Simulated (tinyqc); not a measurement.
Strain, valley repopulation and piezoresistance in a many-valley conduction band. Changing the temperature T. Computed by tinyqc, a small Python program. Command: `OMP_NUM_THREADS=1 python tinyqc.py 3007395 3007396 out.jsonl valleys sweep`. One thread of a shared host (Intel(R) Xeon(R) Processor @ 2.30GHz), about 0.04 s of CPU time with the checks.

Valleys are ellipsoids with mass m_l along the axis a and m_t across it, parabolic, with one constant relaxation time; strain shifts the valleys and leaves the masses alone. Currents are taken along [111], along the load, and along [1-10], across the load.

Inputs (values chosen for the exercise, modelled on germanium):

| quantity | value | unit |
|---|---|---|
| longitudinal mass m_l | 1.6 | m_0 |
| transverse mass m_t | 0.0816 | m_0 |
| shear deformation potential Xi_u | 16.5 | eV |
| dilation deformation potential Xi_d | -4.3 | eV |
| C11 | 128 | GPa |
| C12 | 48.1 | GPa |
| C44 | 67.6 | GPa |
| stress X (tension positive) | -540 | MPa |
| electron density n | 6.1e+15 | 1/cm^3 |
| relaxation time tau | 50 | fs |

Valley axes: <111> (4 valleys). Load: uniaxial [111].

Constants: k_B = 8.617333262e-05 eV/K; m_0 = 9.1093837015e-31 kg; k_B = 1.380649e-23 J/K; hbar = 1.054571817e-34 J s; e = 1.602176634e-19 C.

Method:
- Compliances S11 = (C11 + C12)/((C11 - C12)(C11 + 2 C12)), S12 = -C12/((C11 - C12)(C11 + 2 C12)), S44 = 1/C44; stress sigma_ij = X n_i n_j for the unit vector n of the load; e_xx = S11 sigma_xx + S12 (sigma_yy + sigma_zz), e_xy = S44 sigma_xy/2 (tensor strain).
- Herring-Vogt shift of a valley with unit axis a: dE = Xi_d tr(e) + Xi_u a.e.a.
- Each of the 4 valleys holds n_v = N_v (2/sqrt(pi)) F_1/2((E_F - dE_v)/(k_B T)), N_v = 2 (m_d k_B T/(2 pi hbar^2))^(3/2), m_d = (m_l m_t^2)^(1/3); E_F solves sum n_v = n and is counted from the unstrained edge.
- F_j(eta) = int_0^infinity x^j/(1 + exp(x - eta)) dx, without a gamma-function factor. It is evaluated after integrating by parts.
- Integrals over x = E/(k_B T) use 160 Gauss-Legendre points in u = sqrt(x) from 0 to sqrt(max(eta, 0) + 32).
- Mobility tensor mu = e tau sum_v (n_v/n) [1/m_t + (1/m_l - 1/m_t) a a^T]; unstrained mu_0 = e tau (1/m_l + 2/m_t)/3; resistivity along d from the inverse tensor, rho_d = d.mu^-1.d/(n e), mobility along d = 1/(d.mu^-1.d); gauge pi_d = (rho_d/rho_0 - 1)/X.
- With eta_0 the reduced Fermi level without strain, r = F_-1/2(eta_0)/(2 F_1/2(eta_0)) (1 for a classical gas) and c = r (Xi_u/k_B T) (m_l - m_t)/(2 m_l + m_t): pi44 = -c S44/3, pi11 = pi12 = 0.

One run for each value:

| temperature T (K) | pi44 (1e-11/Pa) | degeneracy factor r | resistance change along the first direction (%) | resistance change along the second direction (%) |
|---|---|---|---|---|
| 50 | -871.06 | 0.99695 | 1240.4 | -31.633 |
| 71 | -614.19 | 0.99820 | 1235.9 | -31.627 |
| 100 | -436.39 | 0.99892 | 1170.1 | -31.537 |
| 150 | -291.07 | 0.99941 | 782.9 | -30.718 |
| 210 | -207.96 | 0.99964 | 388.3 | -28.449 |
| 290 | -150.61 | 0.99978 | 185.3 | -24.515 |
| 420 | -104.00 | 0.99987 | 87.0 | -18.873 |
| 600 | -72.80 | 0.99993 | 46.9 | -13.757 |

Over the rows, pi44 (1e-11/Pa) rises from -871 to -72.8 (exponent d ln y / d ln x about -1.00 throughout); degeneracy factor r rises from 0.9970 to 0.9999; resistance change along the first direction (%) falls from 1240 to 46.9 (exponent d ln y / d ln x -0.010 between the first rows and -1.7 between the last). The exponent of pi44 stays at -1: the 1/T law of a classical gas. Repopulation depends on the splitting over k_B T (over E_F when r is small).
